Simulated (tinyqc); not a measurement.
Precursor delivery by bubblers, mass-transport growth and the solid composition of a III-V alloy: one step, computed by the program tinyqc.

1 sccm = 44.615 micromol/min; 1 torr = 133.322 Pa. The sources decompose fully at the surface.

Question. Solid composition. A sticks fully. B desorbs: its surface pressure is p_B* = x gamma_B K/sqrt(p_V), ln gamma_B = L0 (1 - x)^2/(R T), K = 10^(log10 K at 1000 K) exp[-(H/R)(1/T - 1/1000)], p_V in torr. With equal diffusivities x = (p_2 - p_B*)/(p_1 + p_2 - p_B*). Growth rate = rate per torr x p_1/(1 - x).

Inputs (values chosen for the exercise, modelled on trimethylgallium (source 1) and trimethylindium (source 2) for the vapour pressures):

| quantity | value | unit |
|---|---|---|
| bath temperature T1 | 278 | K |
| bath temperature T2 | 291 | K |
| growth temperature T | 1040 | K |
| flow cross-section A | 27 | cm^2 |
| interaction L0 of the solid | 9.1 | kJ/mol |
| log10 of p_B,eq over pure BC at 1000 K and 1 torr of group V (exaggerated: liquid indium has about -4.1) | -3.3 | log10 torr |
| enthalpy of that equilibrium H | 254 | kJ/mol |

Alloy: mixing on the group-III sites, with desorption of B.

p_V = 1.463415 torr

vapour fraction of source 2 = 0.6347465

p_1 = 0.004065845 torr

p_2 = 0.007065726 torr

growth rate per torr of group III = 133.4184 micrometre/(h torr)

Constants: R = 8.314462618 J/(mol K).

Give: K/sqrt(p_V); solid fraction x; share of B incorporated, 1 - p_B*/p_2; growth rate.

Answer.

K/sqrt(p_V) = 0.001342 torr

solid fraction x = 0.6006

share of B incorporated, 1 - p_B*/p_2 = 0.8651

growth rate = 1.358 micrometre/h

Only 87 % of the B supplied is built in; more group V or a lower T would raise it. Caution: the boundary layer is a quarter or more of the root of the cross-section, so it fills much of the channel and depletion along the flow matters.
